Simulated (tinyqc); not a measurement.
Carrier statistics of a doped semiconductor with parabolic bands, step by step. Values are carried at full precision from step to step, so a last printed digit may differ when a step is redone from the rounded ones.

Constants: kB = 8.617333262e-05 eV/K; hbar^2/2m0 = 3.80998211 eV angstrom^2.

Values chosen for the exercise (near those of Ge; not measured data): Eg0 = 0.7548 eV (gap at 0 K); al = 0.000471 eV/K (Varshni alpha); be = 237 K (Varshni beta); T = 150 K; ml = 1.51 m0 (longitudinal electron mass); mt = 0.0775 m0 (transverse electron mass); Mv = 4 (equivalent valleys); mhh = 0.338 m0 (heavy-hole mass); mlh = 0.0448 m0 (light-hole mass); ND = 4e+14 1/cm^3 (donors); NA = 7.7e+14 1/cm^3 (acceptors); ED = 0.012 eV (donor level below Ec); EA = 0.0106 eV (acceptor level above Ev).

## Gap and thermal energy

Eg(T) = Eg0 - al T^2/(T + be) (Varshni).

Eg = 0.72742 eV
kT = 0.012926 eV

The gap has shrunk by 27.4 meV from 0 K and is 56.3 kT wide.

## Effective densities of states

m_de = Mv^(2/3) (ml mt^2)^(1/3); m_dh = (mhh^(3/2) + mlh^(3/2))^(2/3); N = 2 (m kB T/(4 pi c))^(3/2) with c = hbar^2/2m0, in 1/angstrom^3; times 1e24 for 1/cm^3.

m_de = 0.5255 m0
m_dh = 0.3488 m0
Nc = 3.3797e+18 1/cm^3
Nv = 1.8275e+18 1/cm^3

The light holes supply 4.6 % of Nv, and Nc/Nv = 1.85.

## Intrinsic density and level

With Boltzmann statistics ni = sqrt(Nc Nv) exp(-Eg/2kT) and Ei = Eg/2 + (kT/2) ln(Nv/Nc), counted from Ev.

ni = 1.50e+06 1/cm^3
Ei = 0.3597 eV

Ei lies 4.0 meV below midgap, towards the band with the smaller density of states.

## Neutrality by bisection

Energies are counted from Ev, so Ec = Eg. n = Nc F_1/2((EF - Eg)/kT), p = Nv F_1/2(-EF/kT), ND+ = ND/(1 + 2 exp((EF - Eg + ED)/kT)), NA- = NA/(1 + 4 exp((EA - EF)/kT)); neutrality asks p + ND+ = n + NA-. F_j(eta) = (1/Gamma(j + 1)) integral_0^infinity x^j dx/(1 + exp(x - eta)), which tends to exp(eta) for eta << 0.

Start from the bracket [-0.2 eV, Eg + 0.2 eV]; at the midpoint EF take the sign of p + ND+ - n - NA-; where it is positive EF must rise. Fourteen steps are shown.

Bisection (eV, 1/cm^3):
```
step       low     high       EF         n         p       ND+       NA-  sign
1     -0.20000  0.92742  0.36371  2.04e+06  1.10e+06  4.00e+14  7.70e+14     -
2     -0.20000  0.36371  0.08185  0.000690  3.25e+15  4.00e+14  7.58e+14     +
3      0.08185  0.36371  0.22278      37.5  5.98e+10  4.00e+14  7.70e+14     -
4      0.08185  0.22278  0.15232     0.161  1.39e+13  4.00e+14  7.70e+14     -
5      0.08185  0.15232  0.11709    0.0105  2.13e+14  4.00e+14  7.69e+14     -
6      0.08185  0.11709  0.09947   0.00270  8.31e+14  4.00e+14  7.67e+14     +
7      0.09947  0.11709  0.10828   0.00533  4.21e+14  4.00e+14  7.68e+14     +
8      0.10828  0.11709  0.11268   0.00749  2.99e+14  4.00e+14  7.69e+14     -
9      0.10828  0.11268  0.11048   0.00632  3.55e+14  4.00e+14  7.69e+14     -
10     0.10828  0.11048  0.10938   0.00580  3.86e+14  4.00e+14  7.69e+14     +
11     0.10938  0.11048  0.10993   0.00606  3.70e+14  4.00e+14  7.69e+14     +
12     0.10993  0.11048  0.11020   0.00619  3.62e+14  4.00e+14  7.69e+14     -
13     0.10993  0.11020  0.11007   0.00612  3.66e+14  4.00e+14  7.69e+14     -
14     0.10993  0.11007  0.11000   0.00609  3.68e+14  4.00e+14  7.69e+14     -
```

Each step halves the bracket, which is 0.138 meV wide at the last row.

## The neutral state

Solve the neutrality condition for EF to convergence.

EF = 0.1100 eV
n = 0.00608 1/cm^3
p = 3.69e+14 1/cm^3
ND+ = 4.00e+14 1/cm^3
NA- = 7.69e+14 1/cm^3

The material is p-type; 99.8 % of the acceptors are ionised. EF lies 8.51 kT inside the gap from the valence edge, so Boltzmann statistics would serve; n p/(Nc Nv exp(-Eg/kT)) = 1.000.

## Checks

- F_1/2(1) by the trapezoid rule against adaptive quadrature: both 1.575641.
- Positive against negative charge at the solution (1/cm^3): both 7.68592e+14.

Computed by tinyqc, a small Python program: `OMP_NUM_THREADS=1 python tinyqc.py 1651361 1651362 out.jsonl` (the numbers bound the seed that draws the inputs); one thread of a shared host (Intel(R) Xeon(R) Processor @ 2.30GHz), about 0.01 s for the whole set of steps.
